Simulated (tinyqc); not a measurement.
Plane-wave Kohn-Sham cycle with exchange-only LDA in a layered model solid, step by step. One step of it, computed by the program tinyqc.

Problem. Iteration 2: Hamiltonian at one k. H(m,m') = (k + G_m)^2/2 delta + V(G_m - G_m'), with V(-G) = V(G).

A solid whose potential varies along x alone (atomic units):
```
parameter,value
period a,12.900000
cross-section of the cell,19.000000
electrons per cell,4
grid points,16
"plane waves -n..n, n",2
k points,4
V1 in V1 cos(2 pi x/a),-0.410000
V2 in V2 cos(4 pi x/a),-0.140000
```

V(G_m), m = 0, 1, 2, ... (hartree): -0.244125  0.031324  -0.065418  -0.000585  -0.000378

k = 0.125000 2 pi / a

Give: H.

Solution.

H (hartree):
```
,-2,-1,+0,+1,+2
-2,0.1729,0.0313,-0.0654,-0.0006,-0.0004
-1,0.0313,-0.1533,0.0313,-0.0654,-0.0006
+0,-0.0654,0.0313,-0.2423,0.0313,-0.0654
+1,-0.0006,-0.0654,0.0313,-0.0940,0.0313
+2,-0.0004,-0.0006,-0.0654,0.0313,0.2915
```
